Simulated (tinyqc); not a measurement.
Worked calculation: three-phonon processes in a diatomic chain: dispersion, energy and momentum conservation, and decay channels of optical phonons. Computed by tinyqc, a small Python program that keeps every step. Command: `OMP_NUM_THREADS=1 python tinyqc.py 3120759 3120760 out.jsonl threeph walk`. One thread of a shared host (Intel(R) Xeon(R) Processor @ 2.30GHz), about 0.04 s of CPU time with the checks. Intermediate numbers are printed to about 6 digits and carried at full precision; extremes and crossings named in words are read from the listed rows.

Cell length a, two atoms, one spring constant. x = q a/pi runs from -1 to 1; A and O are the acoustic and optical branches. Matrix elements are not computed: only conservation laws and occupation factors are followed.

Inputs (values chosen for the exercise, for a model chain):
```
quantity                                   value           unit
light mass m                                28.1              u
heavy mass M                                 136              u
spring constant k                             12  eV/angstrom^2
temperature T                                500              K
wave number of the decaying phonon q a/pi   0.27              -
```

Constants: nu for 1 eV/(angstrom^2 u) = 15.6333042 THz; h x 1 THz = 4.135667696 meV; k_B = 8.617333262e-05 eV/K.

## Band edges

omega^2 = k (1/m + 1/M) -/+ k sqrt((1/m + 1/M)^2 - 4 sin^2(pi x/2)/(m M)); nu = 15.6333042 THz x sqrt(omega^2) for eV/(angstrom^2 u). Acoustic top sqrt(2 k/M), optical bottom sqrt(2 k/m), optical top sqrt(2 k (1/m + 1/M)).

acoustic top = 6.56730 THz

optical bottom = 14.4479 THz

optical top = 15.8704 THz

optical top over twice the acoustic top = 1.20829

optical bottom over twice the acoustic top = 1.09998

optical width over acoustic top = 0.216612

The zone-centre optical phonon lies above twice the acoustic top (M/m > 3), so its decay into two acoustic phonons is forbidden; at M/m > 4 energy alone forbids it for every optical phonon.

## Dispersion

The formulas are those given above.

Branches:
```
x     nu_A (THz)  nu_O (THz)
0.10     0.93690     15.8427
0.20     1.86033     15.7610
0.35     3.18886     15.5467
0.50     4.40002     15.2483
0.65     5.42429     14.9147
0.80     6.17184     14.6212
0.90     6.46604     14.4935
1.00     6.56730     14.4479
```

## All channels at the given wave number

Processes for O(x): decay O -> A + A and O -> O + A with x = x' + x'' (mod 2), and absorption O + A -> O with x + x' = x'' (mod 2). Roots of the energy mismatch in x' are bracketed on 4001 points from -1 to 1 and refined. A process is umklapp (U) if the sum of wave numbers leaves (-1, 1]. Weight = occupation factor/|d mismatch/dx'|, the factor being 1 + n' + n'' for decay and n' - n'' for absorption. Pairs that differ only by exchanging two acoustic products count once, and the trivial root x' = 0 is left out.

nu_O(x) = 15.6737 THz

Channels:
```
process  x'  x''  nu' (THz)  nu'' (THz)  type  weight (1/THz)
none      -    -          -           -     -               -
```

No three-phonon channel is open for this phonon in the chain; four-phonon processes, or other branches in three dimensions, would set its lifetime.

## Phase space against the mass ratio

Total weight summed over channels and averaged over x = 0.05, 0.15, ..., 0.95, with m and k fixed; share of those x with an open channel.

Optical phonons:
```
M/m  weight, A + A (1/THz)  weight, with O (1/THz)  share open
1.1               0.216648                       0         1.0
1.5               0.473713                       0         1.0
2.0               0.275815                       0         0.8
2.5               0.157023                       0         0.5
2.9               0.121327                       0         0.2
3.3               0.000000                       0         0.0
3.7               0.000000                       0         0.0
4.2               0.000000                       0         0.0
6.0               0.000000                       0         0.0
```

The A + A channel closes between M/m = 2.9 and 3.3 on this grid: energy conservation alone would allow it up to M/m = 4, where the optical bottom passes twice the acoustic top, but momentum must be conserved too. No channel with a second optical phonon opens at any ratio. A large gap that shuts such channels is one reason why crystals with very unequal masses can conduct heat well.

Checks made by the program: band edges against the dispersion (relative difference below 1e-10).
